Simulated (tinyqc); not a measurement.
Static screening by free carriers: one step. Fermi and screening wave vectors. Three cases, with inputs chosen for the exercise.

Problem. Also the effective Bohr radius aB = a0 eps/m and rs = (3/(4 pi n))^(1/3)/aB.

kF = (3 pi^2 n/Mv)^(1/3), EF = c kF^2/m with c = hbar^2/2m0, n in 1/angstrom^3 (1e-24 per 1/cm^3), e2 = e^2/(4 pi eps0). Thomas-Fermi: qTF^2 = 6 pi e2 n/(eps EF). Debye: qD^2 = 4 pi e2 n/(eps kB T).

Constants: hbar^2/2m0 = 3.80998211 eV angstrom^2; e^2/(4 pi eps0) = 14.39964547 eV angstrom; kB = 8.617333262e-05 eV/K; a0 (Bohr radius) = 0.5291772105 angstrom.

Give: kF; EF at 0 K; EF/kT; qTF; qD; aB; rs.

Case 1.

Values chosen (a free-electron density near that of Na; the results hold for these values, not for the real material): n = 2.64e+22 1/cm^3 (carrier density); m = 1 m0 (mass of one isotropic valley); Mv = 1 (valleys); eps = 1 (background dielectric constant); T = 300 K.

Solution.

kF = 0.92117 1/angstrom
EF at 0 K = 3233 meV
EF/kT = 125
qTF = 1.4888 1/angstrom
qD = 13.594 1/angstrom
aB = 0.5292 angstrom
rs = 3.94

The gas is degenerate, so the Thomas-Fermi value applies. With rs above 1 exchange and correlation, left out here, are not small.

Case 2.

Values chosen (near those of Si; the results hold for these values, not for the real material): n = 1.5e+19 1/cm^3 (carrier density); m = 0.3255 m0 (mass of one isotropic valley); Mv = 6 (valleys); eps = 11.5 (background dielectric constant); T = 77 K.

Solution.

kF = 0.041988 1/angstrom
EF at 0 K = 20.64 meV
EF/kT = 3.11
qTF = 0.13098 1/angstrom
qD = 0.18860 1/angstrom
aB = 18.70 angstrom
rs = 1.35

The gas is partly degenerate; neither limit is exact, and the true screening wave vector lies below both. With rs above 1 exchange and correlation, left out here, are not small.

Case 3.

Values chosen (a free-electron density near that of Al; the results hold for these values, not for the real material): n = 1.78e+23 1/cm^3 (carrier density); m = 1 m0 (mass of one isotropic valley); Mv = 1 (valleys); eps = 1 (background dielectric constant); T = 300 K.

Solution.

kF = 1.7403 1/angstrom
EF at 0 K = 1.154e+04 meV
EF/kT = 446
qTF = 2.0463 1/angstrom
qD = 35.297 1/angstrom
aB = 0.5292 angstrom
rs = 2.08

The gas is degenerate, so the Thomas-Fermi value applies. With rs above 1 exchange and correlation, left out here, are not small.

Computed by tinyqc, one run a case: `OMP_NUM_THREADS=1 python tinyqc.py N N+1 out.jsonl` with N = 1652437, 1652474, 1652501; one thread of a shared Intel(R) Xeon(R) Processor @ 2.30GHz, about 0.01 s a run at most.
